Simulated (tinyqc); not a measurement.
A short-path metal as competitor: size effects in the resistivity of thin metal films and interconnect lines. Computed by tinyqc, a small Python program. Command: `OMP_NUM_THREADS=1 python tinyqc.py 3024734 3024735 out.jsonl size walk`. One thread of a shared host (Intel(R) Xeon(R) Processor @ 2.30GHz), about 0.01 s of CPU time with the checks.

Electrons lose their drift at surfaces (a share 1 - p of the hits) and at grain boundaries (reflection R), besides bulk scattering. The line sits in a trench with a non-conducting liner on both walls and the bottom; the spacing equals the drawn width.

Inputs (values chosen for the exercise, modelled on ruthenium): bulk resistivity rho_b = 7.5 microohm cm; bulk mean free path lambda = 6.95 nm; specularity p = 0.66; grain-boundary reflection R = 0.21; grain size over metal width = 1.5; aspect ratio (height over width) = 2.5; liner thickness t = 2.7 nm; competitor: rho_b relative to this metal = 3.4; competitor: lambda relative to this metal = 0.47; competitor: liner relative to t = 0.

Geometry: line.

Method:
- Fuchs-Sondheimer film: rho_b/rho = 1 - (3/(2 kappa))(1 - p) int_0^1 (s - s^3)(1 - exp(-kappa/s))/(1 - p exp(-kappa/s)) ds, f = rho/rho_b, kappa = thickness/lambda, 80 Gauss-Legendre points.
- Line: the excess of a film of thickness w_m and of a film of thickness h_m are added, rho/rho_b = 1 + (f(w_m) - 1) + (f(h_m) - 1), an estimate that holds best when both sides exceed lambda.
- Mayadas-Shatzkes: alpha = (lambda/D) R/(1 - R); rho_b/rho = 1 - 3 alpha/2 + 3 alpha^2 - 3 alpha^3 ln(1 + 1/alpha).
- w_m = w - 2t, h_m = (aspect ratio) w - t, D = (ratio) w_m; rho = rho_b [1 + surface excess + grain excess].
- Effective resistivity rho (aspect ratio) w^2/(w_m h_m) for the metal with its liner, for the same metal without liner, and for a competitor with its own rho_b, lambda and liner, and for that competitor with the liner t; p, R, aspect and grain ratios are the same.

Effective resistivity (microohm cm):
```
w (nm)  this metal  without liner  competitor  competitor, liner t
200           7.87          7.616      25.685                26.55
100           8.27          7.732      25.870                27.67
50            9.18          7.963      26.240                30.16
30           10.66          8.273      26.734                34.13
20           13.10          8.660      27.351                40.50
14           17.79          9.159      28.146                52.29
10           29.73          9.821      29.208                80.65
7           103.80         10.808      30.801               239.05
```

What follows from these numbers?

The competitor wins below a width between 14.0 and 10.0 nm. In narrow lines rho scales as rho_b lambda/w, and the product rho_b lambda of the competitor is 1.60 times this metal's. At the narrowest width the liner costs this metal a factor 9.60. With the same liner the competitor wins nowhere in the table; at the narrowest width the thinner liner lowers it from 239 to 30.8. Rows with w - 2t below lambda stretch the additive estimate. Metal widths below about 5 nm are outside this semiclassical model.

Extremes, crossings and ranges named in words are read from the listed rows.
